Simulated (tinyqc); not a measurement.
Inside a calculation. Model: dopants and charged point defects at anneal temperature: Fermi-level effect, clustering and pairing. Computed by tinyqc, a small Python program that keeps every step. Command: `OMP_NUM_THREADS=1 python tinyqc.py 3020010 3020011 out.jsonl pairing walk`. One thread of a shared host (Intel(R) Xeon(R) Processor @ 2.30GHz), about 0.01 s of CPU time with the checks. Intermediate numbers are printed to about 6 digits and carried at full precision; extremes and crossings named in words are read from the listed rows.

Boltzmann statistics and full ionisation of active dopants. Energies are counted from the valence band; the defect (a vacancy or self-interstitial) has five charge states, with all degeneracy factors one.

Inputs (values chosen for the exercise, with bands modelled on 4H-SiC):
```
quantity                                         value    unit
gap at 0 K E_g0                                   3.25      eV
Varshni alpha                                 0.000337    eV/K
Varshni beta                                       682       K
electron mass m_e                                0.394     m_0
valleys M_c                                          3       -
hole mass m_h                                     1.97     m_0
anneal temperature T                              1460       K
total dopant density N                         8.8e+19   cm^-3
formation enthalpy of the neutral defect H_f      4.19      eV
formation entropy S_f                              8.4     k_B
site density N_s                                 5e+22   cm^-3
intrinsic dopant diffusivity D_i               6.7e-14  cm^2/s
anneal time t                                      300       s
pair binding energy E_b                           0.98      eV
pair configurations Z                                1       -
storage temperature T_2                            300       K
impurity diffusion prefactor D_0               0.00024  cm^2/s
impurity migration energy E_m                      0.7      eV
dielectric constant eps                           9.68       -
active dopant density in the stored part N_2   1.2e+15   cm^-3
```

Dopant: donor. Second part: pairing with a mobile impurity.

defect levels as fractions of E_g(T): (2+/+), (+/0), (0/-), (-/2-): 0.17  0.16  0.57  0.95

Constants: m_0 = 9.1093837015e-31 kg; k_B = 1.380649e-23 J/K; h = 6.62607015e-34 J s; k_B = 8.617333262e-05 eV/K; e^2/(4 pi eps_0) = 14.39964548 eV angstrom.

## The host at the anneal temperature

E_g = E_g0 - alpha T^2/(T + beta). N_c = 2 M_c (2 pi m_e k_B T/h^2)^(3/2) and N_v = 2 (2 pi m_h k_B T/h^2)^(3/2), masses in units of m_0. n_i = sqrt(N_c N_v) exp(-E_g/2 k_B T); E_i = E_g/2 + (k_B T/2) ln(N_v/N_c).

E_g = 2.91464 eV

k_B T = 0.125813 eV

n_i = 3.59692e+15 cm^-3

E_i = 1.54007 eV

effective density of states N_b of the majority band = 1.99887e+20 cm^-3

## Active dopant

No clustering: A = N.

active density A = 8.80e+19 cm^-3

## Carrier density and Fermi level

n = A/2 + sqrt(A^2/4 + n_i^2) for an active density A. chi = n/n_i (for acceptors n_i/p); E_F = E_i + k_B T ln chi; field enhancement h = 1 + A/sqrt(A^2 + 4 n_i^2).

n = 8.80000e+19 cm^-3

chi = 24465.3

E_F = 2.81142 eV

field enhancement h = 2.00000

The doping is 24500 n_i: extrinsic conditions.

## Charged defects

C_0 = N_s exp(S_f/k_B) exp(-H_f/k_B T). Ratios to the neutral state at E_F = E_i: r_+ = exp((E(+/0) - E_i)/k_B T), r_2+ = r_+ exp((E(2+/+) - E_i)/k_B T), r_- = exp((E_i - E(0/-))/k_B T), r_2- = r_- exp((E_i - E(-/2-))/k_B T); at other E_F state q scales as chi^(-q). The enhancement is sum r_q chi^(-q)/sum r_q. The charge on the defects is left out of neutrality.

neutral defects C_0 = 7.64840e+11 cm^-3

Charge states:
```
state      ratio r  intrinsic (cm^-3)  doped (cm^-3)
2+     4.87269e-08        3.72683e+04    6.22639e-05
+      1.96598e-04        1.50366e+08    6.14608e+03
0      1.00000e+00        7.64840e+11    7.64840e+11
-      3.81412e-01        2.91719e+11    7.13701e+15
2-     2.18571e-05        1.67172e+07    1.00061e+16
```

all defects, doped = 1.71439e+16 cm^-3

enhancement over intrinsic = 16223.6

mean charge = -1.58361 e

Doping leaves the neutral state alone and multiplies the total by 16200; the most common state is 2- (in intrinsic material 0).

## Dopant diffusivity

If every charge state of the defect carries the dopant equally well, D = D_i x enhancement x h x (active share A/N, a rough stand-in that overstates the dA/dN which immobile clusters call for), D_i being an input held fixed when T or H_f is moved; diffusion length 2 sqrt(D t).

effective diffusivity D = 2.17396e-09 cm^2/s

D/D_i = 32447.2

diffusion length = 16151.6 nm

Caution: so large an enhancement assumes that highly charged defects carry the dopant as well as neutral ones; measured enhancements are far smaller.

## Against doping

chi = n/n_i; h = 1 + A/sqrt(A^2 + 4 n_i^2); the dopant diffusivity over its intrinsic value is D/D_i = enhancement x h x A/N, if every charge state carries the dopant equally well.

Trend at the anneal temperature:
```
N (cm^-3)  active A (cm^-3)          chi  defect enhancement  mean charge        D/D_i
1.10e+14           1.10e+14  1.01541e+00         1.00425e+00     -0.27902  1.01961e+00
6.50e+14           6.50e+14  1.09443e+00         1.02606e+00     -0.29436  1.11839e+00
3.90e+15           3.90e+15  1.67963e+00         1.18759e+00     -0.39044  1.75359e+00
2.30e+16           2.30e+16  6.54709e+00         2.53187e+00     -0.71438  4.94829e+00
1.40e+17           1.40e+17  3.89478e+01         1.14997e+01     -0.93915  2.29842e+01
8.20e+17           8.20e+17  2.27977e+02         6.44811e+01     -1.00153  1.28960e+02
4.90e+18           4.90e+18  1.36228e+03         4.06151e+02     -1.07050  8.12301e+02
2.90e+19           2.90e+19  8.06244e+03         3.25477e+03     -1.31572  6.50954e+03
1.80e+20           1.80e+20  5.00428e+04         5.34326e+04     -1.74143  1.06865e+05
```

Well below n_i = 3.60e15 cm^-3 chi and the enhancement are near 1. At any doping d ln(enhancement)/d ln chi equals minus the mean charge, which goes from -0.28 to -1.74 over the rows.

## Pairing in storage

An oppositely charged mobile impurity (density M) pairs with the dopant: pairs/free = Z (N_2/N_s) exp(E_b/k_B T_2) for M << N_2; capture radius R = e^2/(4 pi eps eps_0 k_B T_2); D_m = D_0 exp(-E_m/k_B T_2); association rate 4 pi R D_m N_2; dissociation rate = association rate/(pairs/free); tau = 1/(sum of both). Trapping slows long-range motion to D_m/(1 + pairs/free).

pairs/free = 6.97408e+08

paired share = 1.000000

capture radius R = 57.5416 angstrom

D_m = 4.17570e-16 cm^2/s

pairing time constant = 275993 s

effective diffusivity of the impurity = 5.98745e-25 cm^2/s

## Pairing against temperature

The formulas are those given above.

Equilibrium and kinetics:
```
T (K)  paired share  time constant (s)  D_m (cm^2/s)  effective D (cm^2/s)
270        1.000000        5.03210e+06   2.06120e-17           4.37905e-28
300        1.000000        2.75993e+05   4.17570e-16           5.98745e-25
340        1.000000        1.29356e+04   1.00971e-14           1.25189e-21
380        0.999996        1.16917e+03   1.24856e-13           5.23448e-19
430        0.999864        1.10152e+02   1.49941e-12           2.04007e-16
480        0.997865        1.71508e+01   1.07284e-11           2.29007e-14
550        0.958191        2.18964e+00   9.24588e-11           3.86563e-12
650        0.487710        1.35776e-01   8.96928e-10           4.59487e-10
```

Half the impurity is paired at T = E_b/(k_B ln(N_s/(Z N_2))) = 648 K. The time constant at 300 K is 280000 s. Below 648 K pairs win, and the effective diffusivity has the activation energy E_m + E_b = 1.68 eV; above it the impurity is free and moves with E_m = 0.7 eV.

Checks made by the program: ratios against Boltzmann factors of formation energies at E_F (relative difference below 1e-10).
